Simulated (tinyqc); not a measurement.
Worked calculation: heavy doping: gap narrowing, degeneracy and the minority density. Values are carried at full precision from step to step, so a last printed digit may differ when a step is redone from the rounded ones.

Empirical narrowing (Slotboom form, constants chosen for the exercise; published fits of this form give the apparent narrowing, here it is taken as the true one): dEg = E0 [ln(N/N0) + sqrt(ln(N/N0)^2 + C)].

Constants: kB = 8.617333262e-05 eV/K; e^2/(4 pi eps0) = 14.39964547 eV angstrom.

Values chosen for the exercise (gap and densities of states near those of Si at this temperature; narrowing constants near the fits for Si; the results hold for these values, not for the real material):
- N = 1.4e+18 1/cm^3 (ionised donors, equal to the majority density)
- E0 = 7.51 meV (narrowing scale)
- N0 = 8.5e+16 1/cm^3 (onset density)
- C = 0.5 (smoothing constant)
- Nc = 2.75e+19 1/cm^3 (conduction-band density of states)
- Eg = 1.116 eV (gap)
- Nv = 1.11e+19 1/cm^3 (valence-band density of states)
- T = 300 K
- eps = 11.7 (dielectric constant)
- Mv = 6 (majority valleys)

## Gap narrowing

Evaluate at N.

ln(N/N0) = 2.8016
dEg (empirical fit) = 42.74 meV

Well above N0 each decade of doping adds 2 E0 ln 10 = 34.6 meV.

## Degeneracy of the majority band

F_j(eta) = (1/Gamma(j + 1)) integral_0^infinity x^j dx/(1 + exp(x - eta)), which tends to exp(eta) for eta << 0.

Majority: N = Nc F_1/2(eta), eta the distance of EF beyond the majority band edge in kT. Degeneracy factor gam = F_1/2(eta)/exp(eta). ni0^2 = Nc Nv exp(-Eg/kT); product n p = ni0^2 gam exp(dEg/kT), dEg the true narrowing; apparent narrowing dEa = dEg + kT ln gam; minority density = n p/N.

Solve for eta and form gam.

N/Nc = 0.05091
eta = -2.9597
gam = 0.9822

## Product and minority density

Combine both effects.

ni0 = 7.38e+09 1/cm^3
exp(dEg/kT) = 5.22
dEa = 42.3 meV
sqrt(n p) = 1.67e+10 1/cm^3
minority density = 200 1/cm^3

Narrowing multiplies the product by 5.22 and degeneracy by 0.982; together they change the minority density by a factor 5.13 against ni0^2/N.

## Two estimates of the size

Two physical estimates, e2 = e^2/(4 pi eps0), N in 1/angstrom^3: exchange shift at the Fermi level, Ex = (e2/eps) kF/pi with kF = (3 pi^2 N/Mv)^(1/3); screened-pair energy (Lanyon-Tuft), Es = (3/4)(e2/eps) qs with qs^2 = (4 pi e2 N/(eps kT)) F_-1/2(eta)/F_1/2(eta).

Evaluate both at N.

kF = 0.01905 1/angstrom
Ex = 7.46 meV
Es = 26.48 meV

Against the fitted dEg = 42.7 meV, Ex is 0.17 and Es 0.62 times as large; each keeps one mechanism only, and Ex assumes a strongly degenerate gas, while here eta is only -2.96.

## Checks

- Minority density against the Boltzmann occupation of the other band at the narrowed gap (1/cm^3): both 199.9.

Program tinyqc; command `OMP_NUM_THREADS=1 python tinyqc.py 1681278 1681279 out.jsonl`; about 0.01 s on one thread of a shared Intel(R) Xeon(R) Processor @ 2.30GHz.
